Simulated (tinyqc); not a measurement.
## Trap density from the barrier height

Problem. In a partly depleted grain with all boundary traps filled, 2 N W = Qt and VB = q N W^2/(2 eps0 eps_r). Find Qt, W and the doping at which VB would equal Vt.

Parameters, values chosen for the exercise:
- T = 350 K (temperature)
- eps_r = 11.7 (relative permittivity)

Constants: q = 1.602176634e-19 C, kB = 1.380649e-23 J/K, Vt = kB T/q, eps0 = 8.8541878128e-14 F/cm where lengths are in cm. Results are converted to the units shown.

doping = 2.2e18 cm^-3
barrier height = 0.18594256 V

Solution. Eliminating W gives VB = q Qt^2/(8 eps0 eps_r N), which falls as 1/N.

Qt = 4.600e12 cm^-2
W = 10.45 nm
doping for VB = Vt = 1.356e19 cm^-3

Program tinyqc, `OMP_NUM_THREADS=1 python tinyqc.py 2830152 2830153 out.jsonl`; Intel Xeon 2.30GHz, shared host, one thread, about 0.01 s.
